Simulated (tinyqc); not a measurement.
From results back to parameters: free and nearly free electrons in a metal. Five cases, with inputs chosen for the exercise.

Problem. A free-electron metal with 4 atoms in the cubic cell and z electrons an atom has EF = c kF^2/m, (hbar omega_p)^2 = 8 pi c (e^2/(4 pi eps0)) n/m and kF = (3 pi^2 n)^(1/3), c = hbar^2/2m0.

Constants: hbar^2/2m0 = 3.80998211 eV angstrom^2; e^2/(4 pi eps0) = 14.39964547 eV angstrom.

Case 1.

Values chosen (out of a larger set: near those of Au, whose d bands this model ignores; not measured data): a = 4.06 angstrom (fcc lattice constant).

EF = 5.57432 eV
hbar omega_p = 9.07817 eV

Case 2.

Values chosen (out of a larger set: near those of Co, whose d bands this model ignores; not measured data): a = 3.538 angstrom (fcc lattice constant).

EF = 11.65238 eV
hbar omega_p = 15.78213 eV

Case 3.

Values chosen (out of a larger set: near those of Ag, whose d bands this model ignores; not measured data): a = 4.111 angstrom (fcc lattice constant).

EF = 4.18220 eV
hbar omega_p = 7.81438 eV

Case 4.

Values chosen (out of a larger set: near those of Ag, whose d bands this model ignores; not measured data): a = 4.092 angstrom (fcc lattice constant).

EF = 4.89953 eV
hbar omega_p = 8.47764 eV

Case 5.

Values chosen (out of a larger set: near those of Au, whose d bands this model ignores; not measured data): a = 4.038 angstrom (fcc lattice constant).

EF = 3.70738 eV
hbar omega_p = 7.42363 eV

Find: kF; m; z.

Solution. (hbar omega_p)^2/EF = (8/(3 pi)) (e^2/(4 pi eps0)) kF gives kF; EF then gives m, and n = kF^3/(3 pi^2) gives z.

Case 1.

kF = 1.2096 1/angstrom
m = 1.00 m0
z = 1.00

Case 2.

kF = 1.7488 1/angstrom
m = 1.00 m0
z = 2.00

Case 3.

kF = 1.1946 1/angstrom
m = 1.30 m0
z = 1.00

Case 4.

kF = 1.2001 1/angstrom
m = 1.12 m0
z = 1.00

Case 5.

kF = 1.2162 1/angstrom
m = 1.52 m0
z = 1.00

Computed by tinyqc, one run a case: `OMP_NUM_THREADS=1 python tinyqc.py N N+1 out.jsonl` with N = 1650873, 1650875, 1651011, 1651019, 1651112; one thread of a shared Intel(R) Xeon(R) Processor @ 2.30GHz, about 0.01 s a run at most.
